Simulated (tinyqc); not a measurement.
The same inclusion in several hosts: polytypes by hexagonality, and a cubic inclusion as a quantum well.

Gap: E3 + (Es - E3) h/hs for h up to hs, then linear from Es to E2 at h = 1. Valence top Ev2 h and polarisation P2 h, both counted from 3C; Ec = Ev + gap.

Constants: hbar^2/2m0 = 3.80998211 eV angstrom^2.

Inputs chosen for the exercise (of the order of those of SiC; the results hold for these values, not for the real material):
```
symbol  value           unit      meaning
E3      2.391           eV        gap of the cubic polytype
E2      3.348           eV        gap of 2H
Ev2     0.148           eV        valence top of 2H above that of 3C
P2      -0.0392         C/m^2     spontaneous polarisation of 2H
Es      3.264           eV        gap at the hexagonality hs
hs      0.5                       hexagonality up to which the first line holds
m       (0.321, 0.347)  m0        electron mass along c in the cubic layer and in the host
d       2.516           angstrom  thickness of a double layer
eps     10.1                      dielectric constant
N       3                         double layers in the cubic inclusion
```

h from the stacking: 8H 1/4, 6H 1/3, 15R 2/5, 4H 1/2, 9R 2/3, 2H 1. V = Ec(host) - Ec(3C); square-well level from k tan(k L/2) = (m_w/m_b) q, k = sqrt(m_w E/c), q = sqrt(m_b (V - E)/c), L = N d; |F| = |P|/(eps eps0), eps0 = 8.8541878e-12 F/m.

Results:
```
host      h  gap (eV)  V (eV)  depth (eV)  |F| (MV/cm)
8H    0.250     2.828   0.473       0.164         1.10
6H    0.333     2.973   0.631       0.256         1.46
15R   0.400     3.089   0.758       0.337         1.75
4H    0.500     3.264   0.947       0.467         2.19
9R    0.667     3.292   1.000       0.505         2.92
2H    1.000     3.348   1.105       0.582         4.38
```

What can be read from this table?

From 8H to 4H the well deepens by a factor of 2.00 and the bound level by 2.85, between the limits of a wide well (as V) and a thin one (as V^2); in 4H the level keeps 49 % of V; from 4H to 2H the gap gains only 84 meV while the field doubles. The depths leave the field out, although its drop |F| L reaches 331 meV in 2H.

(tinyqc, `OMP_NUM_THREADS=1 python tinyqc.py 1850225 1850226 out.jsonl`, Intel(R) Xeon(R) Processor @ 2.30GHz, 1 thread, shared host, about 0.03 s.)
